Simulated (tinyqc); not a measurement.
Inside a calculation. Method: CISD on RHF in the 6-31g basis, for H2, spin multiplicity 1. Computed by tinyqc, a small Python program that keeps every step (integrals from PySCF). Settings: charge = 0, multiplicity = 1, basis = 6-31g, method = RHF, energy threshold = 1e-10, iteration cap = 79, orthogonalisation = canonical, start = Wolfsberg-Helmholz matrix, DIIS depth = 6, ci = CISD. Command: `OMP_NUM_THREADS=1 python tinyqc.py 29204 29205 out.jsonl` (the two numbers bound the seeds that draw the settings). One thread of a shared host (Intel(R) Xeon(R) Processor @ 2.60GHz), about 0.09 s of CPU time with the checks. The early iterations of the SCF are left out here.

## One-electron integrals

Geometry (angstrom):
```
atom        x        y        z
H     0.00000  0.00000  0.00000
H     0.00000  0.00000  0.69000
```

Basis 6-31g: exponents (1/bohr^2) and contraction coefficients of normalised primitives:
```
element  l (shell)  exponent  coefficient
H            s (1)  18.73114      0.03349
H            s (1)   2.82539      0.23473
H            s (1)   0.64012      0.81376
H            s (2)   0.16128      1.00000
```

Overlap, kinetic and nuclear-attraction integrals over the contracted functions; the nuclear repulsion is the sum of Za Zb / Rab.

nuclear repulsion = 0.7669235 hartree

overlap S, lower triangle:
```
         1H 1s    1H 2s    2H 1s    2H 2s
1H 1s  1.00000
1H 2s  0.65829  1.00000
2H 1s  0.50104  0.52643  1.00000
2H 2s  0.52643  0.87188  0.65829  1.00000
```

kinetic energy T (hartree), lower triangle:
```
         1H 1s    1H 2s    2H 1s    2H 2s
1H 1s  1.39568
1H 2s  0.25974  0.24192
2H 1s  0.29170  0.17654  1.39568
2H 2s  0.17654  0.19164  0.25974  0.24192
```

nuclear attraction V (hartree), lower triangle:
```
          1H 1s     1H 2s     2H 1s     2H 2s
1H 1s  -2.40128
1H 2s  -1.20282  -1.18156
2H 1s  -1.18003  -0.99455  -2.40128
2H 2s  -0.99455  -1.06846  -1.20282  -1.18156
```

core Hamiltonian H = T + V (hartree), lower triangle:
```
          1H 1s     1H 2s     2H 1s     2H 2s
1H 1s  -1.00560
1H 2s  -0.94309  -0.93964
2H 1s  -0.88833  -0.81801  -1.00560
2H 2s  -0.81801  -0.87681  -0.94309  -0.93964
```

## Two-electron integrals

Functions are numbered as in S; the eight-fold symmetry (ij|kl) = (ji|kl) = (kl|ij) leaves the list below.

Two-electron integrals (ij|kl) in chemists' order, unique and non-zero (hartree):
```
(11|11) 1.07657   (21|11) 0.57847   (21|21) 0.32942   (22|11) 0.58740
(22|21) 0.36130   (22|22) 0.45315   (31|11) 0.45751   (31|21) 0.25895
(31|22) 0.28020   (31|31) 0.24464   (32|11) 0.36875   (32|21) 0.22208
(32|22) 0.26461   (32|31) 0.21565   (32|32) 0.20979   (33|11) 0.69477
(33|21) 0.42350   (33|22) 0.50819   (33|31) 0.45751   (33|32) 0.45668
(33|33) 1.07657   (41|11) 0.45668   (41|21) 0.26084   (41|22) 0.28744
(41|31) 0.21565   (41|32) 0.18820   (41|33) 0.36875   (41|41) 0.20979
(42|11) 0.49307   (42|21) 0.30472   (42|22) 0.38625   (42|31) 0.25340
(42|32) 0.24826   (42|33) 0.49307   (42|41) 0.24826   (42|42) 0.34448
(43|11) 0.42350   (43|21) 0.25922   (43|22) 0.31803   (43|31) 0.25895
(43|32) 0.26084   (43|33) 0.57847   (43|41) 0.22208   (43|42) 0.30472
(43|43) 0.32942   (44|11) 0.50819   (44|21) 0.31803   (44|22) 0.41493
(44|31) 0.28020   (44|32) 0.28744   (44|33) 0.58740   (44|41) 0.26461
(44|42) 0.38625   (44|43) 0.36130   (44|44) 0.45315
```

## Orthogonalisation

S = U s U^T; canonical form X = U s^(-1/2), so that X^T S X = 1. Each column of U has its largest component positive (the first on a tie).

eigenvalues of S: 0.08601  0.48732  0.54106  2.88561

X:
```
              1         2         3        4
1H 1s  -0.73339   0.76964   0.91575  0.27063
1H 2s   2.29678  -0.65855   0.29241  0.31628
2H 1s   0.73339   0.76964  -0.91575  0.27063
2H 2s  -2.29678  -0.65855  -0.29241  0.31628
```

## Iteration 8 (converged): orbitals

converged F (hartree), lower triangle:
```
          1H 1s     1H 2s     2H 1s     2H 2s
1H 1s  -0.07252
1H 2s  -0.52386  -0.34028
2H 1s  -0.58806  -0.53330  -0.07252
2H 2s  -0.53330  -0.37397  -0.52386  -0.34028
```

Diagonalise F' = X^T F X, C = X C', fill 1 alpha and 1 beta electrons from the bottom; D = 2 C_occ C_occ^T. Each column has its largest component positive (the first on a tie).

F' = X^T F X (hartree), lower triangle:
```
          1         2        3         4
1   0.84648
2   0.00000   0.74115
3  -0.61158   0.00000  0.88053
4   0.00000  -0.11549  0.00000  -0.60161
```

orbital energies (hartree): MO1 -0.61147, MO2 0.25169, MO3 0.75101, MO4 1.47532

coefficients C:
```
           MO1       MO2       MO3       MO4
1H 1s  0.33512   0.11271   0.74382  -1.16780
1H 2s  0.25911   1.85038  -0.68307   1.39169
2H 1s  0.33512  -0.11271   0.74382   1.16780
2H 2s  0.25911  -1.85038  -0.68307  -1.39169
```

D after iteration 8, lower triangle:
```
         1H 1s    1H 2s    2H 1s    2H 2s
1H 1s  0.22461
1H 2s  0.17367  0.13428
2H 1s  0.22461  0.17367  0.22461
2H 2s  0.17367  0.13428  0.17367  0.13428
```

## Convergence

Stop when the energy changes by less than 1e-10 hartree and every element of the error matrix X^T (F D S - S D F) X is below 3e-06.

Course of the cycle:
```
iteration  E (hartree)     change  largest element of the error matrix
1           -1.1224664          -                             8.48e-02
2           -1.1254801  -3.01e-03                             1.24e-02
3           -1.1255458  -6.57e-05                             2.62e-05
4           -1.1255458  -2.44e-10                             1.10e-05
5           -1.1255458  -3.10e-11                             6.93e-06
6           -1.1255458  -9.62e-12                             5.07e-06
7           -1.1255458  -4.19e-12                             4.00e-06
8           -1.1255458  -6.87e-12                             3.41e-09
```

PySCF RHF in the same basis = -1.1255458 hartree

Converged in 8 iterations.

## Integrals over molecular orbitals

(pq|rs) = sum C_ip C_jq C_kr C_ls (ij|kl), one index at a time.

one-electron integrals over orbitals h = C^T H C (hartree), lower triangle:
```
          1         2         3        4
1  -1.28100
2   0.00000  -0.53755
3  -0.17379   0.00000  -0.21163
4   0.00000   0.20861   0.00000  0.24990
```

Two-electron integrals over orbitals (pq|rs), unique and non-zero (hartree):
```
(11|11) 0.66953    (21|21) 0.07454    (22|11) 0.43189    (22|22) 0.38328
(31|11) 0.17379    (31|22) 0.04638    (31|31) 0.11182    (32|21) -0.02337
(32|32) 0.03748    (33|11) 0.53723    (33|22) 0.37801    (33|31) 0.11937
(33|33) 0.46180    (41|21) -0.07809   (41|32) -0.01612   (41|41) 0.14296
(42|11) -0.14335   (42|22) -0.05147   (42|31) -0.07067   (42|33) -0.09395
(42|42) 0.06396    (43|21) -0.07591   (43|32) 0.00211    (43|41) 0.12103
(43|43) 0.11819    (44|11) 0.68419    (44|22) 0.44052    (44|31) 0.20713
(44|33) 0.55573    (44|42) -0.16700   (44|44) 0.76399
```

## CISD: determinants and Hamiltonian

Hartree-Fock energy = -1.1255458 hartree

Slater-Condon rules over spin orbitals, with the nuclear repulsion added and E(HF) subtracted on the diagonal.

Occupation strings over the orbitals (2 doubly, a alpha, b beta, 0 empty; spin orbitals ordered 1a 1b 2a 2b ...): 2000 ab00 a0b0 a00b ba00 b0a0 b00a 0200 0ab0 0a0b 0ba0 0020 00ab 0b0a 00ba 0002

H - E(HF) between determinants (hartree), lower triangle:
```
          2000      ab00      a0b0      a00b      ba00      b0a0      b00a      0200
2000   0.00000
ab00   0.00000   0.50581
a0b0   0.00000   0.00000   0.93707
a00b   0.00000   0.06526   0.00000   1.54556
ba00   0.00000  -0.07454   0.00000   0.07809   0.50581
b0a0   0.00000   0.00000  -0.11182   0.00000   0.00000   0.93707
b00a   0.00000   0.07809   0.00000  -0.14296   0.06526   0.00000   1.54556
0200   0.07454   0.00000  -0.02337   0.00000   0.00000   0.02337   0.00000   1.20066
0ab0   0.00000  -0.02337   0.00000  -0.07591   0.12741   0.00000   0.07067   0.00000
0a0b  -0.07809   0.00000  -0.07591   0.00000   0.00000   0.01612   0.00000   0.15714
0ba0   0.00000   0.12741   0.00000   0.07067  -0.02337   0.00000  -0.07591   0.00000
0020   0.11182   0.00000  -0.05441   0.00000   0.00000   0.05441   0.00000   0.03748
00ab   0.00000  -0.07067   0.00000   0.03334   0.01612   0.00000  -0.12103   0.00000
0b0a   0.07809   0.00000   0.01612   0.00000   0.00000  -0.07591   0.00000  -0.15714
00ba   0.00000   0.01612   0.00000  -0.12103  -0.07067   0.00000   0.03334   0.00000
0002   0.14296   0.00000   0.12103   0.00000   0.00000  -0.12103   0.00000   0.06396

          0ab0      0a0b      0ba0      0020      00ab      0b0a     00ba     0002
0ab0   1.52130
0a0b   0.00000   2.04535
0ba0  -0.03748   0.00000   1.52130
0020   0.00000   0.00211   0.00000   1.93100
00ab   0.00211   0.00000  -0.11465   0.00000   2.48647
0b0a   0.00000  -0.06396   0.00000  -0.00211   0.00000   2.04535
00ba  -0.11465   0.00000   0.00211   0.00000  -0.11819   0.00000  2.48647
0002   0.00000   0.04161   0.00000   0.11819   0.00000  -0.04161  0.00000  3.15627
```

## CISD: roots

Diagonalise (each vector has its largest component positive (the first on a tie)); all determinants have Ms = 0, so triplets appear too. The lowest singlet root is the correlation energy.

lowest roots of this matrix, relative to E(HF) (hartree): -0.02382  0.40014  0.55459  0.82217  1.01665  1.15452  1.41390  1.44972

lowest vectors:
```
        root 1    root 2    root 3   root 4
2000   0.99358   0.00000   0.00000  0.00000
ab00   0.00000   0.69691   0.69867  0.00000
a0b0   0.00432   0.00000   0.00000  0.70617
a00b   0.00000  -0.09903   0.01846  0.00000
ba00   0.00000   0.69691  -0.69867  0.00000
b0a0  -0.00432   0.00000   0.00000  0.70617
b00a   0.00000  -0.09903  -0.01846  0.00000
0200  -0.06735   0.00000   0.00000  0.00000
0ab0   0.00000  -0.06623   0.10501  0.00000
0a0b   0.04241   0.00000   0.00000  0.03642
0ba0   0.00000  -0.06623  -0.10501  0.00000
0020  -0.05281   0.00000   0.00000  0.00000
00ab   0.00000   0.01112   0.02221  0.00000
0b0a  -0.04241   0.00000   0.00000  0.03642
00ba   0.00000   0.01112  -0.02221  0.00000
0002  -0.04279   0.00000   0.00000  0.00000
```

<S^2> of these roots: 0.00000  2.00000  0.00000  2.00000  0.00000  0.00000  2.00000  0.00000

weight of the ground state by excitation level 0, 1, 2, ...: 0.98721  0.00004  0.01275
